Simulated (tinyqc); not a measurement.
Worked calculation: interdiffusion in a binary couple: Darken equations, Kirkendall shift and Boltzmann-Matano analysis. Computed by tinyqc, a small Python program that keeps every step. Command: `OMP_NUM_THREADS=1 python tinyqc.py 3006492 3006493 out.jsonl darken walk`. One thread of a shared host (Intel(R) Xeon(R) Processor @ 2.30GHz), about 0.02 s of CPU time with the checks. Intermediate numbers are printed to about 5 digits and carried at full precision; extremes and crossings named in words are read from the listed rows.

x is the mole fraction of B; the molar volume is constant, and the two halves are long enough to count as infinite.

Inputs (values chosen for the exercise, for a model alloy A-B):

| quantity | value | unit |
|---|---|---|
| tracer diffusivity D*_A(0) | 1.4e-13 | m^2/s |
| tracer diffusivity D*_B(0) | 8.7e-14 | m^2/s |
| slope k of ln D* with x | -1.2 | - |
| regular-solution parameter W | -0.16 | eV |
| temperature T | 1050 | K |
| left composition x_L | 0.38 | - |
| right composition x_R | 0.78 | - |
| time t | 520000 | s |
| composition x for the local step | 0.44 | - |

Vacancy-wind correction: none.

Constants: k_B = 8.617333262e-05 eV/K.

## Diffusivities at one composition

D*_i(x) = D*_i(0) exp(k x); thermodynamic factor Phi = 1 - 2 W x (1 - x)/(k_B T); intrinsic D_i = D*_i Phi; interdiffusion D~ = x D_A + (1 - x) D_B.

thermodynamic factor Phi = 1.8714

intrinsic D_A = 1.5452e-13 m^2/s

intrinsic D_B = 9.6025e-14 m^2/s

interdiffusion coefficient D~ at the local x = 1.2176e-13 m^2/s

A negative W (tendency to order or compound) speeds mixing: Phi is above 1.

## Composition profile

With lambda = z/sqrt(t), the profile solves d/dlambda (D~ dx/dlambda) + (lambda/2) dx/dlambda = 0 with x = x_L and x_R far to the left and right; z = 0 is the original interface. It is solved as a boundary-value problem in y = lambda/sqrt(D~ at the mean composition) on -12 < y < 12 (collocation, tolerance 1e-8). The last column is the error-function profile for a constant D~ taken at the mean composition.

D~ at the mean composition = 1.0928e-13 m^2/s

Profile at time t:

| y | z (um) | x | dx/dz (1/um) | x for constant D~ |
|---|---|---|---|---|
| -3.0 | -715.13 | 0.38844 | 5.5518e-05 | 0.38678 |
| -2.0 | -476.75 | 0.41356 | 1.6867e-04 | 0.41146 |
| -1.5 | -357.56 | 0.43850 | 2.5181e-04 | 0.43777 |
| -1.0 | -238.38 | 0.47383 | 3.4069e-04 | 0.47590 |
| -0.5 | -119.19 | 0.51929 | 4.1884e-04 | 0.52473 |
| 0.0 | 0.00 | 0.57247 | 4.6691e-04 | 0.58000 |
| 0.5 | 119.19 | 0.62866 | 4.6662e-04 | 0.63527 |
| 1.0 | 238.38 | 0.68136 | 4.0809e-04 | 0.68410 |
| 1.5 | 357.56 | 0.72401 | 3.0208e-04 | 0.72223 |
| 2.0 | 476.75 | 0.75288 | 1.8381e-04 | 0.74854 |
| 3.0 | 715.13 | 0.77614 | 3.6919e-05 | 0.77322 |

At the original interface x = 0.5725, against the mean 0.5800. D~ is 0.650 times as large at x_R as at x_L, so the profile is flatter and reaches further on the left.

## Boltzmann-Matano quantities at composition x

Read from the profile: the position z(x), the area -int_(x_L)^x z dx and the slope.

position z(x) = -351.66 um

area -int z dx from x_L to the local x = 32.444 um

slope dx/dz at the local x = 2.5620e-04 1/um

## Boltzmann-Matano diffusivity

D~(x) = area/(2 t slope), with z counted from the original interface (the Matano plane); 1 um^2 = 1e-12 m^2.

D~ from the profile = 1.2176e-13 m^2/s

It returns the value of D~ 1.2176e-13 m^2/s that went in.

## Kirkendall markers

Lattice planes move with v = (D_B - D_A) dx/dz; markers from the original interface stay at one composition, where z_K = 2 t v.

marker position z_K = -24.217 um

composition at the markers = 0.56124

number of solutions = 1

The markers move towards the A-rich side, the side that loses atoms of the faster species (A); vacancies flow the same way and may condense there as voids.

Checks made by the program: mass balance about the original interface (Matano plane at z = 0) (relative difference below 1e-10); Boltzmann-Matano against the Darken value (relative difference 6e-09).
